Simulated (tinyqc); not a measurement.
# Worked calculation: superjunction drift layer against a plain one, charge balance

Numbers from tinyqc (`OMP_NUM_THREADS=1 python tinyqc.py 2590031 2590032 out.jsonl`; about 0.01 s on one thread of a shared Intel Xeon 2.30GHz). Printed values are rounded.

Alternating n and p pillars of equal width wp, doping N and length Lp. When depleted, the lateral field peaks at Ex = q N wp/(2 eps0 eps_r) at the pillar junctions and a uniform vertical field Ey is added; breakdown is taken where Ex^2 + Ey^2 = Ef^2. Only the n pillars conduct, narrowed by the zero-bias depletion. A first-order model: the field peaks at the pillar ends are left out.

Inputs (values chosen for the exercise); values close to those of silicon:
- eps_r = 12 (relative permittivity of the semiconductor)
- E16 = 0.397 MV/cm (critical field at a doping of 1e16 cm^-3)
- mx = 1360 cm^2/(V s) (mobility at low doping)
- mi = 89.3 cm^2/(V s) (mobility at high doping)
- Nr = 1.3e17 cm^-3 (reference doping of the mobility)
- BV = 660 V (wanted breakdown voltage)
- wp = 3 um (width of each pillar)
- Ef = 0.3 MV/cm (critical field inside the pillars)
- a = 0.5 (lateral peak field as a share of Ef)
- Vb = 0.8 V (built-in voltage of the pillar junctions)
- dl = 7.4 % (charge imbalance (Nn - Np)/N)

Constants: q = 1.602176634e-19 C, eps0 = 8.8541878128e-14 F/cm where lengths are in cm. Results are converted to the units shown.

## Iteration 1: doping of the plain drift layer

N at the start = 1e15 cm^-3

Ec(N) = E16 (N/1e16 cm^-3)^(1/8); N(new) = eps0 eps_r Ec(N)^2/(2 q BV).

Ec = 0.2977080 MV/cm
N after iteration 1 = 4.452733e14 cm^-3

## Iteration 2: doping of the plain drift layer

As before.

Ec = 0.2690722 MV/cm
N after iteration 2 = 3.637335e14 cm^-3

## Course of the iteration: doping of the plain drift layer

Stop when N changes by less than 1e8 cm^-3, or after 40 iterations.

Course of the iteration:

| iteration | N (cm^-3) | \|change\| (cm^-3) |
|---|---|---|
| 1 | 4.452733e14 | 5.55e14 |
| 2 | 3.637335e14 | 8.15e13 |
| 3 | 3.457980e14 | 1.79e13 |
| 4 | 3.414541e14 | 4.34e12 |
| 5 | 3.403766e14 | 1.08e12 |
| 6 | 3.401078e14 | 2.69e11 |
| 7 | 3.400406e14 | 6.72e10 |
| 8 | 3.400238e14 | 1.68e10 |
| 9 | 3.400196e14 | 4.20e9 |
| 10 | 3.400186e14 | 1.05e9 |
| 11 | 3.400183e14 | 2.62e8 |
| 12 | 3.400183e14 | 6.56e7 |

Converged in 12 iterations. At the end each change is about 0.25 times the one before: linear convergence.

## Thickness and resistance of the plain layer

N of the plain layer = 3.400182e14 cm^-3

Ec(N) = E16 (N/1e16 cm^-3)^(1/8), mu(N) = mi + (mx - mi)/(1 + (N/Nr)^0.9). W = 2 BV/Ec, Rsp = W/(q mu N).

mu = 1354.005 cm^2/(V s)
W = 50.73944 um
Rsp = 68.78802 mohm cm^2

## Design of the pillars

Ex = a Ef gives N = 2 eps0 eps_r a Ef/(q wp); Ey = Ef sqrt(1 - a^2); Lp = BV/Ey; xd = sqrt(eps0 eps_r Vb/(q N)) on each side; Rsp = 2 Lp/(q mu(N) N (1 - 2 xd/wp)). mu(N) = mi + (mx - mi)/(1 + (N/Nr)^0.9).

N = 6.631619e15 cm^-3
Ey = 0.2598076 MV/cm
Lp = 25.40341 um
xd = 0.2828427 um
Rsp = 4.609947 mohm cm^2

The pillars have an aspect ratio of 8.47. Their doping is 19.5 times, and their Rsp 0.0670 times, that of the plain layer.

## Loss of breakdown voltage by imbalance

An imbalance dl leaves the mean net doping |dl| N/2, which tilts the vertical field by s = q |dl| N/(2 eps0 eps_r): BV(dl) = Ey Lp - s Lp^2/2, or Ey^2/(2 s) if the field reaches zero inside the pillar.

tilt s = 3.7 kV/(cm um)
BV(dl) = 540.6133 V
loss = 18.08889 %
